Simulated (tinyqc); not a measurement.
Classical Heisenberg spin chain: exact results, Metropolis, heat-bath and over-relaxation steps, and a Monte Carlo run: one step, computed by the program tinyqc. Command: `OMP_NUM_THREADS=1 python tinyqc.py 3130521 3130522 out.jsonl heismc walk`. One thread of a shared host (Intel(R) Xeon(R) Processor @ 2.30GHz), about 0.1 s of CPU time with the checks.

E = -J sum_i s_i . s_(i+1) for unit vectors s_i on an open chain; K = J/(k_B T).

Task: Finite chain. For N spins, <|sum s|^2>/N = (1 + u)/(1 - u) - 2 u (1 - u^N)/(N (1 - u)^2); the long chain has (1 + u)/(1 - u), chi over the Curie value, and the difference is relative to it.

Inputs (values chosen for the exercise, for a model chain of large moments): temperature T = 71.6 K; length N of the open chain = 8.

u = 0.7538046

chi over the Curie value = 7.123628

Give: <|sum s|^2>/N; difference from the long chain.

Result:

<|sum s|^2>/N = 4.339

difference from the long chain = -39.10 %
